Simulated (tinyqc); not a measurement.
## Energy and delay of logic against supply voltage: energy and delay against supply voltage

One expression serves below and above threshold: I(Vg) = Ik [ln(1 + exp((Vg - VT + dd V)/(al nf Vt)))]^al, with I_on = I(V) and I_off = I(0). Gate delay td = kd C V/I_on, clock period LD td. Per gate and cycle the switching energy is act C V^2 and the leakage energy I_off V LD td. No short-circuit current, no variation. Minima are sought above 0.09 V; below a few Vt gates no longer switch and the model has no meaning.

EDP = energy times td.

Parameters, values chosen for the exercise; values of the order met in logic technologies: temperature T = 300 K; threshold voltage at zero drain bias VT = 0.3 V; slope factor nf = 1.11; barrier lowering per volt of supply dd = 0.02; specific current of a gate Ik = 1.6 uA; exponent of the current law al = 1.72; load capacitance of a gate C = 2.4 fF; delay factor kd = 0.6; logic depth LD = 16; activity factor act = 0.2.

Constants: q = 1.602176634e-19 C, kB = 1.380649e-23 J/K, Vt = kB T/q. Results are converted to the units shown.

Result of one run:
```
V (V)  I_on (uA)  I_off (nA)  td (ps)  switching (aJ)  leakage (aJ)  energy (aJ)  EDP (fJ ps)
0.15   0.0091357    0.051083    23644          10.800        2.8987       13.699       323.88
```

What becomes of these results when the supply voltage V is changed from 0.15 to 0.73 V, all else the same?

Result of the changed run:
```
V (V)  I_on (uA)  I_off (nA)  td (ps)  switching (aJ)  leakage (aJ)  energy (aJ)  EDP (fJ ps)
0.73      70.159    0.076488   14.983          255.79      0.013386       255.81       3.8328
```

The whole series:
```
V (V)  I_on (uA)  I_off (nA)  td (ps)  switching (aJ)  leakage (aJ)  energy (aJ)  EDP (fJ ps)
0.15   0.0091357    0.051083    23644          10.800        2.8987       13.699       323.88
0.27     0.44414    0.055533   875.39          34.992       0.21001       35.202       30.816
0.38      4.9640    0.059952   110.23          69.312      0.040181       69.352       7.6450
0.5       19.420    0.065174   37.075          120.00      0.019331       120.02       4.4497
0.62      42.555    0.070851   20.980          184.51      0.014745       184.53       3.8713
0.73      70.159    0.076488   14.983          255.79      0.013386       255.81       3.8328
0.85      106.59    0.083149   11.483          346.80      0.012985       346.81       3.9824
0.97      149.19    0.090390   9.3626          451.63      0.013134       451.65       4.2286
1.08      193.36    0.097580   8.0429          559.87      0.013562       559.89       4.5031
1.2       246.90     0.10608   6.9988          691.20      0.014254       691.21       4.8377
```

td falls from 23600 to 7.00 ps; the energy rises from 13.7 to 691 aJ and the EDP goes from 324 through a minimum of 3.83 (at V = 0.73 V among the rows listed) to 4.84 fJ ps. The exact minima lie at V = 0.106 V for the energy and 0.689 V for the EDP. Going from 1.2 V to the energy minimum saves a factor of 57.9 in energy and costs a factor of 11000 in delay.

Program tinyqc, `OMP_NUM_THREADS=1 python tinyqc.py 2082099 2082100 out.jsonl`; Intel Xeon 2.30GHz, shared host, one thread, about 0.01 s.
